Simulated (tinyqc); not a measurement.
Worked calculation: charge control and current of a heterostructure field-effect transistor. Computed by tinyqc, a small Python program that keeps every step. Command: `OMP_NUM_THREADS=1 python tinyqc.py 3003291 3003292 out.jsonl hemt walk`. One thread of a shared host (Intel(R) Xeon(R) Processor @ 2.30GHz), about 0.01 s of CPU time with the checks. Intermediate numbers are printed to about 7 digits and carried at full precision; extremes and crossings named in words are read from the listed rows.

Two subbands in a triangular well; E_F is counted from the conduction band edge of the channel at the interface.

Inputs (values chosen for the exercise, modelled on AlGaN/GaN):

| quantity | value | unit |
|---|---|---|
| channel mass m | 0.21 | m_0 |
| permittivity eps (barrier and channel) | 9.42 | - |
| barrier thickness d | 15 | nm |
| Schottky barrier phi_B | 1.1 | eV |
| conduction band offset dE_c | 0.34 | eV |
| polarisation charge sigma/e | 1.3e+13 | 1/cm^2 |
| gate voltage V_G | 0 | V |
| mobility mu | 1700 | cm^2/(V s) |
| saturation velocity v_s | 1.3 | 1e7 cm/s |
| gate length L | 840 | nm |
| source resistance R_S | 0.21 | ohm mm |
| temperature T | 400 | K |
| mixing | 0.5 | - |
| iteration cap | 200 | - |

Charge source: polarisation. Velocity law: smooth.

Constants: e = 1.602176634e-19 C; eps_0 = 8.8541878128e-12 F/m; k_B = 8.617333262e-05 eV/K; hbar = 1.054571817e-34 J s; m_0 = 9.1093837015e-31 kg; k_B = 1.380649e-23 J/K.

## Threshold and barrier capacitance

Threshold V_T = phi_B - dE_c - sigma d/(eps eps_0) (in volts); C_b = eps eps_0/d.

threshold voltage V_T = -2.985807 V

barrier capacitance C_b = 0.5560430 microfarad/cm^2

The device is normally on.

## First iteration

Charge control: n_s = C_b (V_G - V_T - E_F/e)/e. Well: mean field F = e n_s/(2 eps eps_0), E_i = (hbar^2/2m)^(1/3) [(3 pi e F/2)(i + 3/4)]^(2/3), i = 0, 1; n_s = D k_B T sum_i ln(1 + exp((E_F - E_i)/k_B T)), D = m/(pi hbar^2), which is solved in closed form for E_F. Iteration from n_s = C_b (V_G - V_T)/(2e): E_F from n_s, n_out from the charge control, n_new = n_s + mixing (n_out - n_s), kept above n_s/10; stop when |n_out/n_s - 1| < 1e-9.

starting n_s = 5.181192e+12 1/cm^2

E_0 = 177.7091 meV

E_1 = 312.6278 meV

E_F = 226.5640 meV

n_out = 9.576083e+12 1/cm^2

Caution: a density of n_out would put E_F above the conduction band minimum of the barrier, where parallel conduction sets in.

## Sheet density

The formulas are those given above.

Course of the iteration:

| iteration | n_s (1/cm^2) | E_F (meV) | \|n_out/n_s - 1\| |
|---|---|---|---|
| 1 | 5.181192e+12 | 226.5640 | 8.482393e-01 |
| 2 | 7.378637e+12 | 303.3976 | 2.616731e-01 |
| 3 | 8.344033e+12 | 334.7368 | 1.026639e-01 |
| 4 | 8.772348e+12 | 348.2963 | 4.346121e-02 |
| 5 | 8.962977e+12 | 354.2705 | 1.895514e-02 |
| 6 | 9.047924e+12 | 356.9213 | 8.371816e-03 |
| 7 | 9.085798e+12 | 358.1009 | 3.717869e-03 |
| ... | ... | ... | ... |
| 20 | 9.116285e+12 | 359.0495 | 1.024599e-07 |
| 21 | 9.116285e+12 | 359.0495 | 4.570057e-08 |
| 22 | 9.116285e+12 | 359.0495 | 2.038399e-08 |
| 23 | 9.116285e+12 | 359.0495 | 9.091942e-09 |
| 24 | 9.116286e+12 | 359.0495 | 4.055311e-09 |
| 25 | 9.116286e+12 | 359.0495 | 1.808805e-09 |
| 26 | 9.116286e+12 | 359.0495 | 8.067877e-10 |

sheet density n_s = 9.116286e+12 1/cm^2

Converged in 26 iterations.

## Levels and gate capacitance

C_g = e dn_s/dV_G = 1/(1/C_b + 1/C_q), 1/C_q = d(E_F/e)/d(e n_s) by a central difference of +/- 0.1 % in n_s; added distance dd = eps eps_0/C_q.

E_0 = 259.0013 meV

E_1 = 455.6378 meV

E_F = 359.0495 meV

share in the second subband = 1.953968 %

gate capacitance C_g = 0.5018743 microfarad/cm^2

added distance dd = 1.618993 nm

C_g is 90 % of C_b: the finite density of states and the rise of E_0 act as 1.6 nm of extra barrier. Caution: E_F lies above the conduction band minimum of the barrier, so electrons would spill into the barrier.

## Saturation current

With V = e n_s/C_g and V_c = v_s L/mu: for v = mu F/(1 + mu F/v_s), V_Dsat = V_c (sqrt(1 + 2V/V_c) - 1) and I/W = C_g v_s (V - V_Dsat); g_m = dI/dV; extrinsic g_m/(1 + g_m R_S); f_T = g_m/(2 pi C_g L).

V = 2.910271 V

V_c = 0.6423529 V

V_Dsat = 1.395160 V

saturation current I/W = 988.5136 mA/mm

intrinsic g_m = 446.7473 mS/mm

extrinsic g_m = 408.4297 mS/mm

intrinsic f_T = 16.86583 GHz

V/V_c = 4.53: velocity saturation rules; I is 52 % of e n_s v_s = 1900 mA/mm.

## Gate length

The formulas are those given above.

Scaling; the last columns are v_s/(2 pi L) and mu V/(2 pi L^2):

| L (nm) | I/W (mA/mm) | g_m (mS/mm) | extrinsic g_m (mS/mm) | f_T (GHz) | velocity limit (GHz) | mobility limit (GHz) |
|---|---|---|---|---|---|---|
| 30 | 1674.853 | 611.5566 | 541.9550 | 6.464584e+02 | 689.6714 | 8.749031e+04 |
| 60 | 1590.211 | 594.7367 | 528.7044 | 3.143393e+02 | 344.8357 | 2.187258e+04 |
| 120 | 1478.070 | 571.1539 | 509.9851 | 1.509375e+02 | 172.4179 | 5.468144e+03 |
| 250 | 1324.051 | 536.0893 | 481.8439 | 6.800210e+01 | 82.7606 | 1.259860e+03 |
| 500 | 1143.456 | 490.4521 | 444.6549 | 3.110655e+01 | 41.3803 | 3.149651e+02 |
| 1000 | 933.586 | 430.1058 | 394.4759 | 1.363957e+01 | 20.6901 | 7.874127e+01 |
| 2000 | 709.138 | 354.8192 | 330.2143 | 5.626034e+00 | 10.3451 | 1.968532e+01 |
| 5000 | 431.503 | 241.6272 | 229.9587 | 1.532502e+00 | 4.1380 | 3.149651e+00 |

f_T scales as L^-1.04 at the short end and L^-1.42 at the long end; the two limits cross at L = mu V/v_s = 3810 nm. g_m tends to C_g v_s = 652 mS/mm, and R_S cuts it by 11 % at the shortest gate. Fringe capacitances and short-channel effects, left out, lower f_T once L is below about ten barrier thicknesses.

Checks made by the program: iterated density against a bracketing root search (relative difference 7e-10).
